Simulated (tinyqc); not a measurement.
From results back to parameters: mean-field antiferromagnet of the Hubbard model on the simple cubic lattice. Five cases, with inputs chosen for the exercise.

Problem. In the insulating state f(E-) = 1 and f(E+) = 0, so the gap equation is 1 = (U/2) mean 1/sqrt(e-^2 + Delta^2). Delta is given and U is hidden.

e(k) = -2 t (cx + cy + cz) - 4 t2 (cx cy + cy cz + cz cx), ci = cos ki; one electron a site; Q = (pi, pi, pi). <n_up - n_dn> = m cos(Q.R) gives Delta = U m/2 and bands E = e+ -/+ sqrt(e-^2 + Delta^2), e+- = (e(k) +- e(k + Q))/2 (the constant U/2 is dropped). Means run over the mesh k_i = 2 pi (j + 1/2)/N of the whole zone: mu from mean(f(E-) + f(E+)) = 1; m(out) = mean of Delta (f(E-) - f(E+))/sqrt(e-^2 + Delta^2); free energy per site F = -kT mean[ln(1 + exp(-(E- - mu)/kT)) + ln(1 + exp(-(E+ - mu)/kT))] + mu + U m^2/4.

Case 1.

Classes of points:
```
|e-| (eV)  e+ (eV)  points
1.5698      0.0000      48
4.7093      0.0000      16
```

Delta = 3.94375 eV

Case 2.

Classes of points:
```
|e-| (eV)  e+ (eV)  points
0.2970      0.0000      48
0.8910      0.0000      16
```

Delta = 1.04367 eV

Case 3.

Classes of points:
```
|e-| (eV)  e+ (eV)  points
1.5132      0.0000      48
4.5396      0.0000      16
```

Delta = 4.86831 eV

Case 4.

Classes of points:
```
|e-| (eV)  e+ (eV)  points
0.3818     -0.0400      48
1.1455      0.1200      16
```

Delta = 0.13931 eV

Case 5.

Classes of points:
```
|e-| (eV)  e+ (eV)  points
0.6364     -0.2600      48
1.9092      0.7800      16
```

Delta = 1.20770 eV

Find: mean 1/sqrt(e-^2 + Delta^2); U; m.

Solution. Form the weighted mean over the classes; U = 2/mean and m = 2 Delta/U.

Case 1.

mean 1/sqrt(e-^2 + Delta^2) = 0.217 1/eV
U = 9.20 eV
m = 0.857

Case 2.

mean 1/sqrt(e-^2 + Delta^2) = 0.873 1/eV
U = 2.29 eV
m = 0.912

Case 3.

mean 1/sqrt(e-^2 + Delta^2) = 0.185 1/eV
U = 10.83 eV
m = 0.899

Case 4.

mean 1/sqrt(e-^2 + Delta^2) = 2.062 1/eV
U = 0.97 eV
m = 0.287

Case 5.

mean 1/sqrt(e-^2 + Delta^2) = 0.660 1/eV
U = 3.03 eV
m = 0.797

Computed by tinyqc, one run a case: `OMP_NUM_THREADS=1 python tinyqc.py N N+1 out.jsonl` with N = 1652542, 1652703, 1652706, 1680368, 1680474; one thread of a shared Intel(R) Xeon(R) Processor @ 2.30GHz, about 0.4 s a run at most.
